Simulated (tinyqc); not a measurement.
Carrier lifetime of an n-type layer with SRH, radiative, Auger and surface recombination: one step of the calculation.

Uniform excess density dn = dp (no trapping), n = n0 + dn, p = p0 + dn, Boltzmann statistics, full ionisation. Surfaces enter as a rate 2 S dn/d, which holds while diffusion to them is fast.

Question. Lifetime, shares and quasi-Fermi splitting. With e = n p - ni^2 = dn (n0 + p0 + dn): U_SRH = e/(tp0 (n + n1) + tn0 (p + p1)), U_rad = B e, U_Aug = (Cn n + Cp p) e, U_s = 2 S dn/d. tau = dn/U, shares of U, splitting Vt ln(n p/ni^2), radiative efficiency U_rad/U.

Values chosen for this exercise; band and dielectric values close to those of cadmium telluride:
```
symbol     value    unit                                      meaning
T            350       K                                  temperature
B       1.97e-10  cm^3/s                        radiative coefficient
Cn       1.2e-30  cm^6/s            Auger coefficient (two electrons)
Cp       1.6e-30  cm^6/s                Auger coefficient (two holes)
S              6    cm/s  surface recombination velocity (both faces)
d              3      um                             sample thickness
```

Constants: q = 1.602176634e-19 C, kB = 1.380649e-23 J/K, Vt = kB T/q. Results are converted to the units shown.

converged dn = 9.9524417e13 cm^-3
ni = 7.6138344e7 cm^-3
n0 = 2.8e15 cm^-3
p0 = 2.0703741 cm^-3
n1 = 2.3158031e9 cm^-3
p1 = 2.5032558e6 cm^-3
tn0 = 1.9607843e-5 s
tp0 = 5.8823529e-4 s

Find: tau; shares; quasi-Fermi splitting.

Answer.

tau = 1.6315e-6 s
shares (%): SRH 0.277, radiative 93.195, Auger 0.002, surface 6.526
quasi-Fermi splitting = 0.95123 V

Radiative recombination takes the largest share. dn is 0.036 times the doping: low injection.

tinyqc, about 0.01 s, one thread, Intel Xeon 2.30GHz (shared host): `OMP_NUM_THREADS=1 python tinyqc.py 2300055 2300056 out.jsonl`
